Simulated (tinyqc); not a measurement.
Chemical vapour deposition: Grove model, boundary layer, depletion and step coverage: one step, computed by the program tinyqc. Command: `OMP_NUM_THREADS=1 python tinyqc.py 3022631 3022632 out.jsonl cvd walk`. One thread of a shared host (Intel(R) Xeon(R) Processor @ 2.30GHz), about 0.01 s of CPU time with the checks.

A precursor diffuses to the surface and reacts there at first order; each molecule that reacts adds one formula unit of film.

Task: Gas-phase and surface constants. k_s = k0 exp(-E/(k_B T)); C_g = Y p/(k_B T), 1 torr = 133.322 Pa; D = D0 (T/273.15)^1.75 (760/p). Temperatures in kelvin are T(C) + 273.15. Mean speed c = sqrt(8 k_B T/(pi M)); reactive sticking probability beta = 4 k_s/c.

Inputs (values chosen for the exercise, close to those used for tungsten from its fluoride):

| quantity | value | unit |
|---|---|---|
| prefactor k0 of k_s | 330000 | cm/s |
| activation energy E | 0.765 | eV |
| temperature T | 480 | C |
| total pressure p | 31 | torr |
| mole fraction of the precursor Y | 0.0025 | - |
| gas diffusivity D0 at 273.15 K and 760 torr | 0.12 | cm^2/s |
| precursor mass M | 298 | u |

Reactor: horizontal, reduced pressure.

Constants: k_B = 1.380649e-23 J/K; u = 1.6605390666e-27 kg; k_B = 8.617333262e-05 eV/K.

Give: surface rate constant k_s; precursor density C_g; gas diffusivity D; mean speed c; sticking probability beta.

Result:

surface rate constant k_s = 2.509 cm/s

precursor density C_g = 9.937e+14 1/cm^3

gas diffusivity D = 17.36 cm^2/s

mean speed c = 23132 cm/s

sticking probability beta = 4.338e-04
